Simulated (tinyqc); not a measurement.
Rigid-ion and shell models of the dielectric response of an ionic crystal. From one set of inputs to another, one input at a time. Computed by tinyqc, a small Python program. Command: `OMP_NUM_THREADS=1 python tinyqc.py 3015032 3015033 out.jsonl shell ladder`. One thread of a shared host (Intel(R) Xeon(R) Processor @ 2.30GHz), about 0.01 s of CPU time with the checks.

Charges +Z and -Z; 6 nearest neighbours, Madelung constant M = 1.747565, volume per ion pair Omega = 2.000000 d^3. Energy per pair U = -M Z^2 e2/d + 6 A exp(-d/rho), e2 = e^2/(4 pi eps_0). In the shell model the anion is a core of charge Y - Z and a massless shell of charge -Y, joined by the spring k; the repulsion acts on the shell. Each ion feels the Lorentz field E + (4 pi/3) P (Gaussian units).

The inputs printed are set A. Inputs not listed in the table keep their values of set A, so the rows need not describe a real material.

Inputs (values chosen for the exercise, for a model crystal): nearest-neighbour distance d = 2.51 angstrom; ionic charge Z = 1 e; hardness d/rho = 12.1; cation mass = 105 u; anion mass = 35.45 u; shell charge size Y = 2.7 e; core-shell spring k = 104 eV/angstrom^2; cation polarisability alpha_+ = 0.3 angstrom^3; film thickness t = 9.2 nm.

Structure: rock salt.

Constants: e^2/(4 pi eps_0) = 14.39964548 eV angstrom; 1 eV/angstrom^3 = 160.2176634 GPa; nu for 1 eV/(angstrom^2 u) = 15.6333042 THz; 1 THz = 33.35640952 1/cm; eps_0 = 8.8541878128e-12 F/m; h x 1 THz = 4.135667696 meV.

Method:
- Zero pressure fixes 6 A exp(-d/rho) = M Z^2 e2 rho/d^2. Then U = -(M Z^2 e2/d)(1 - rho/d), B = M Z^2 e2 (d/rho - 2)/(9 Omega d), and the spring of one sublattice against the other is R = (1/3) x (Laplacian of the repulsion summed over neighbours) = M Z^2 e2 (d/rho - 2)/(3 d^3), so R = 3 B Omega/d^2.
- Eliminating the shell gives the anion polarisability alpha_- = Y^2 e2/(k + R), the Szigeti charge Z_S = Z - Y R/(k + R) and the softened spring R' = k R/(k + R). With b = 4 pi (alpha_+ + alpha_-)/(3 Omega): eps_inf = (1 + 2b)/(1 - b) (Clausius-Mossotti); Born charge Z* = Z_S (eps_inf + 2)/3.
- mu lambda_TO = R' - (4 pi e2/(3 Omega)) Z_S^2/(1 - b); mu lambda_LO = mu lambda_TO + 4 pi e2 Z*^2/(eps_inf Omega); eps_s = eps_inf lambda_LO/lambda_TO.
- lambda in eV/(angstrom^2 u) gives the wavenumber 15.6333042 x 33.35640952 x sqrt(lambda); mu is the reduced mass.
- Capacitance per area eps_0 eps_s/t; equivalent oxide thickness EOT = t x 3.9/eps_s; the surface optical mode against silicon (eps = 11.7) lies at omega_TO sqrt[(eps_s + 11.7)/(eps_inf + 11.7)], and its squared coupling to channel electrons scales as g = hbar omega_SO [1/(11.7 + eps_inf) - 1/(11.7 + eps_s)], with hbar omega = h c x wavenumber.

Each row keeps all changes above it:
```
input moved                                 from    to   eps_s  omega_LO (1/cm)  equivalent oxide thickness (nm)
set A                                          -     -  3.4418           272.71                           10.425
nearest-neighbour distance d (angstrom)     2.51  2.11  4.1485           333.69                            8.649
core-shell spring k (eV/angstrom^2)          104  42.1  6.4092           291.59                            5.598
hardness d/rho                              12.1  11.2  7.3189           283.74                            4.902
cation mass (u)                              105   119  7.3189           279.50                            4.902
shell charge size Y (e)                      2.7  2.03  4.5018           292.66                            7.970
cation polarisability alpha_+ (angstrom^3)   0.3  0.18  4.1455           293.64                            8.655
film thickness t (nm)                        9.2   9.4  4.1455           293.64                            8.843
```

Where does the difference come from?

eps_s goes from 3.44 to 4.15, a factor 1.20 in all. The largest single move comes from shell charge size Y (a factor 0.615), but it runs against the net change; the largest move in the direction of the net change is core-shell spring k (a factor 1.54). omega_LO goes from 273 to 294, a factor 1.08 in all. The largest single move comes from nearest-neighbour distance d (a factor 1.22), and core-shell spring k works against it (a factor 0.874). Equivalent oxide thickness goes from 10.4 to 8.84, a factor 0.848 in all. The largest single move comes from shell charge size Y (a factor 1.63), but it runs against the net change; the largest move in the direction of the net change is core-shell spring k (a factor 0.647). The single moves hold for this order of the switches; the total does not depend on the order.

Extremes, crossings and ranges named in words are read from the listed rows.
